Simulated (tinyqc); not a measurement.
Pump-down curve: gas flow in a process chamber: flow regimes, conductance, effective pumping speed, pump-down, outgassing and purge. Computed by tinyqc, a small Python program. Command: `OMP_NUM_THREADS=1 python tinyqc.py 3121145 3121146 out.jsonl pump walk`. One thread of a shared host (Intel(R) Xeon(R) Processor @ 2.30GHz), about 0.07 s of CPU time with the checks.

Ideal gas, isothermal flow, a pump of constant speed at the end of a round pipe; process gas, volume gas and outgassing are given the same properties. 1 sccm = 101325 Pa x 1e-6 m^3/60 s x T/273.15 K.

Inputs (values chosen for the exercise, modelled on water vapour near room temperature):
```
quantity                     value            unit
molar mass M                 18.02           g/mol
molecular diameter            0.46              nm
viscosity eta                  9.9   micropascal s
temperature T                  293               K
chamber volume V                27               L
wall area                     0.97             m^2
pipe diameter d                 10              cm
pipe length l                   58              cm
pump speed S                    90             L/s
outgassing rate after 1 h  3.4e-07  Pa m^3/(s m^2)
outgassing exponent n         0.73               -
starting pressure p0          2300              Pa
```

Constants: k_B = 1.380649e-23 J/K; u = 1.6605390666e-27 kg.

Method:
- Mean speed c = sqrt(8 k_B T/(pi m)); aperture conductance C_a = c pi d^2/16; molecular pipe C_m = C_a/(1 + 3 l/(4 d)) (Dushman form); viscous pipe C_v = pi d^4 p_mean/(128 eta l); Knudsen interpolation C = C_v + C_m (1 + x)/(1 + 1.24 x), x = d p_mean sqrt(m/(k_B T))/eta.
- Effective speed 1/S_eff = 1/S + 1/C_m; time constant V/S_eff; pressure at which the free path k_B T/(sqrt2 pi d_m^2 p) equals d.
- Pump-down: V dp/dt = -S_eff(p) p + q(t) A, with S_eff = S p_2/p, where p_2 solves C((p + p_2)/2) (p - p_2) = S p_2 at each moment, and q(t) = q_1 (1 h/(t + 10 s))^n; integrated adaptively. At long times p = q(t) A/S_eff.
- S_eff(p) is tabulated at 260 pressures and interpolated in ln p. Comparison columns: p0 exp(-t/time constant) with the molecular S_eff (0 below 1e-26 p0), and the outgassing limit.

time constant = 0.425385 s

S_eff in molecular flow = 63.4720 L/s

Pressure against time:
```
t (s)       p (Pa)  S_eff (L/s)  volume gas only (Pa)  outgassing limit (Pa)
0.3     8.4626e+02       89.978            1.1362e+03             3.7359e-04
1       8.2253e+01       89.771            2.1917e+02             3.5608e-04
3       1.9255e-01       66.276            1.9902e+00             3.1520e-04
10      2.3395e-04       63.455            1.4199e-07             2.3015e-04
30      1.3988e-04       63.462                     0             1.3876e-04
100     6.6500e-05       63.467                     0             6.6306e-05
300     3.1155e-05       63.470                     0             3.1123e-05
1000    1.3145e-05       63.471                     0             1.3141e-05
3600    5.1860e-06       63.472                     0             5.1855e-06
20000   1.4855e-06       63.472                     0             1.4855e-06
100000  4.5892e-07       63.472                     0             4.5892e-07
```

From t = 10 s on the pressure is within 20 % of the outgassing limit, which falls only as (t + 10 s)^-0.73: walls, not volume, set the time to base pressure. Early on viscous flow raises S_eff to 90.0 L/s, 1.4 times its molecular value.
